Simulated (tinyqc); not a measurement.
Sublattice potential against complex hopping: Haldane model. Computed by the program tinyqc. H_AA = delta - 2 t2 sum cos(k.b + phi), H_BB = -delta - 2 t2 sum cos(k.b - phi), H_AB = -t1 (1 + exp(-i k.a1) + exp(-i k.a2)), b = a1, a2 - a1, -a2, m = 3 sqrt3 t2 sin(phi); the sign of the Chern number follows the orientation k1 then k2.

Honeycomb lattice:
```
parameter      value
t1 (eV)     2.780000
t2 (eV)     0.290000
phi (rad)  -1.480000
```

Gaps at the two valleys (eV) and Chern number of the lower band (12 x 12 mesh):
```
delta   gap 2|delta - m|  gap 2|delta + m|  Chern number
-2.701             2.401             8.403             0
-1.951             0.901             6.903             0
-0.900             1.201             4.801             1
0.000              3.001             3.001             1
0.600              4.201             1.801             1
1.125              5.251             0.751             1
1.876              6.753             0.751             0
3.001              9.003             3.001             0
```

What does the comparison show, and why?

Here |m| = 1.5007 eV. For |delta| < |m| the two valleys have masses of opposite sign and the Chern number is +/-1; one gap closes at |delta| = |m|, and beyond it the band is trivial.
